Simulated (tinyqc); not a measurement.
Diamond against structures with more neighbours: Stillinger-Weber potential for a tetrahedral semiconductor. Computed by tinyqc, a small Python program. Command: `OMP_NUM_THREADS=1 python tinyqc.py 3025819 3025820 out.jsonl swsi walk`. One thread of a shared host (Intel(R) Xeon(R) Processor @ 2.30GHz), about 0.03 s of CPU time with the checks.

With x = r/sigma: pair term eps A (B x^-4 - 1) exp(1/(x - a)); for each pair of neighbours j, k of atom i, three-body term eps lambda exp(gamma/(x_ij - a) + gamma/(x_ik - a)) (cos theta_jik + 1/3)^2; both vanish beyond x = a. A = 7.049556277, B = 0.6022245584, a = 1.8.

Inputs (values chosen for the exercise, modelled on silicon):
```
quantity                    value      unit
energy scale eps            2.242        eV
length scale sigma          2.086  angstrom
three-body strength lambda   19.5         -
gamma                         1.1         -
```

Method. Each structure is relaxed in its neighbour distance d (lowest minimum for d between sigma and 1.7 sigma), with all neighbours inside the cut-off, second shells too where they fall inside.

Energies per atom (eV):
```
structure     first neighbours  d (angstrom)     pair  three-body    total  volume (angstrom^3)
diamond                      4        2.3415  -4.4840      0.0000  -4.4840               19.764
simple cubic                 6        2.6485  -5.5274      1.8409  -3.6864               18.579
bcc                          8        2.8715  -5.3316      2.0995  -3.2321               18.226
fcc                         12        2.9941  -5.2427      2.2370  -3.0057               18.980
```

The order is diamond < simple cubic < bcc < fcc, the lowest two 0.798 eV apart. Against diamond the pair energy changes by -1.04 (simple cubic), -0.85 (bcc), -0.76 (fcc) eV, while angles away from 109.47 degrees cost 1.84, 2.10, 2.24 eV; the bonds stretch to 2.99 angstrom in fcc to weaken that penalty.

Extremes, crossings and ranges named in words are read from the listed rows.
